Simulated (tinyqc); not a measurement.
Lifetime against injection: carrier lifetime from Shockley-Read-Hall, radiative, Auger and surface recombination. Computed by tinyqc, a small Python program. Command: `OMP_NUM_THREADS=1 python tinyqc.py 3016311 3016312 out.jsonl lifetime walk`. One thread of a shared host (Intel(R) Xeon(R) Processor @ 2.30GHz), about 0.02 s of CPU time with the checks.

Energies are counted from the top of the valence band. Boltzmann statistics, full ionisation, and equal excess densities of electrons and holes.

Inputs (values chosen for the exercise, with bands modelled on ZnO):

| quantity | value | unit |
|---|---|---|
| gap E_g | 3.43 | eV |
| electron mass m_e | 0.273 | m_0 |
| valleys M_c | 1 | - |
| hole mass m_h | 0.8 | m_0 |
| temperature T | 350 | K |
| doping N | 6.3e+16 | cm^-3 |
| trap level E_t | 1.5 | eV |
| trap density N_t | 3.2e+12 | cm^-3 |
| electron cross-section sigma_n | 9.6e-15 | cm^2 |
| hole cross-section sigma_p | 7.2e-15 | cm^2 |
| radiative coefficient B | 4.5e-11 | cm^3/s |
| Auger coefficient C_n | 3.8e-30 | cm^6/s |
| Auger coefficient C_p | 4.8e-31 | cm^6/s |
| diffusion coefficient D | 4.3 | cm^2/s |
| surface velocity S | 51 | cm/s |
| thickness W | 11 | micrometre |

Doping: n-type. Surface term: two equal surfaces.

Constants: m_0 = 9.1093837015e-31 kg; k_B = 1.380649e-23 J/K; h = 6.62607015e-34 J s; k_B = 8.617333262e-05 eV/K.

Method:
- N_c = 2 M_c (2 pi m_e k_B T/h^2)^(3/2) and N_v = 2 (2 pi m_h k_B T/h^2)^(3/2), masses in units of m_0.
- n_i = sqrt(N_c N_v) exp(-E_g/2 k_B T); majority density N/2 + sqrt(N^2/4 + n_i^2), minority density n_i^2 over it.
- v = sqrt(3 k_B T/m) with m_e or m_h; tau_n0 = 1/(sigma_n v_n N_t), tau_p0 = 1/(sigma_p v_p N_t); n1 = N_c exp(-(E_g - E_t)/k_B T), p1 = N_v exp(-E_t/k_B T).
- The slowest diffusion mode has x tan x = S W/(2 D) with 0 < x < pi/2 (bisection), and tau_s = W^2/(4 x^2 D). The common approximation is W/(2 S) + W^2/(pi^2 D).
- With n = n_0 + dn, p = p_0 + dn and U/dn = 1/tau: (n p - n_i^2)/dn = n_0 + p_0 + dn = s; 1/tau_SRH = s/[tau_p0 (n + n1) + tau_n0 (p + p1)]; 1/tau_rad = B s; 1/tau_Aug = (C_n n + C_p p) s; the rates add, with 1/tau_s.
- Rows stop below half the smaller effective density of states.

N_c = 4.51062e+18 cm^-3

N_v = 2.26270e+19 cm^-3

n_0 = 6.30e+16 cm^-3

p_0 = 6.60232e-29 cm^-3

tau_p0 = 3.07731e-06 s

n1 = 7.30229e-10 cm^-3

tau_n0 = 1.34824e-06 s

p1 = 0.00569610 cm^-3

tau_s = 1.08078e-05 s

Lifetimes (s):

| dn (cm^-3) | SRH | radiative | Auger | effective | radiative efficiency | fastest channel |
|---|---|---|---|---|---|---|
| 1.00e+10 | 3.0773e-06 | 3.5273e-07 | 6.6303e-05 | 3.0604e-07 | 0.86762 | radiative |
| 1.00e+11 | 3.0773e-06 | 3.5273e-07 | 6.6303e-05 | 3.0604e-07 | 0.86762 | radiative |
| 1.00e+12 | 3.0773e-06 | 3.5273e-07 | 6.6301e-05 | 3.0603e-07 | 0.86762 | radiative |
| 1.00e+13 | 3.0775e-06 | 3.5268e-07 | 6.6281e-05 | 3.0600e-07 | 0.86764 | radiative |
| 1.00e+14 | 3.0794e-06 | 3.5217e-07 | 6.6080e-05 | 3.0563e-07 | 0.86785 | radiative |
| 1.00e+15 | 3.0984e-06 | 3.4722e-07 | 6.4121e-05 | 3.0204e-07 | 0.86986 | radiative |
| 1.00e+16 | 3.2620e-06 | 3.0441e-07 | 4.8542e-05 | 2.6993e-07 | 0.88671 | radiative |
| 1.00e+17 | 3.9044e-06 | 1.3633e-07 | 9.1923e-06 | 1.2833e-07 | 0.94130 | radiative |
| 1.00e+18 | 4.3456e-06 | 2.0905e-08 | 2.0815e-07 | 1.8882e-08 | 0.90320 | radiative |

What does the comparison show, and why?

tau_SRH goes from 3.08e-6 s at low injection (the minority capture time, 3.08e-6 s) to 4.35e-6 s in the last row; at high injection it tends to tau_n0 + tau_p0 = 4.43e-6 s. Ruling channel by row: radiative from 1e10 cm^-3.
